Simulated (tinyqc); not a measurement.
# Mass from the capacitance plateau

Question. Once one two-dimensional band is degenerate, Cq = q gv md m0 q/(pi hbar^2) and 1/C_G = 1/Cox + 1/Cq (no traps). Find Cq, md and the oxide-equivalent thickness 3.9 eps0/Cq that it adds.

Inputs (values chosen for the exercise):
```
symbol  value  unit            meaning
gv          1        valley degeneracy
```

Constants: q = 1.602176634e-19 C, hbar = 1.054571817e-34 J s, m0 = 9.1093837015e-31 kg, eps0 = 8.8541878128e-14 F/cm where lengths are in cm. Results are converted to the units shown.

C_G on the plateau = 0.33184531 uF/cm^2
Cox = 0.38368147 uF/cm^2

Solution. Removing Cox from the series leaves Cq, which is proportional to gv md.

Cq = 2.456 uF/cm^2
md = 0.03670 m0
added thickness = 1.406 nm

tinyqc, about 0.01 s, one thread, Intel Xeon 2.30GHz (shared host): `OMP_NUM_THREADS=1 python tinyqc.py 2200063 2200064 out.jsonl`
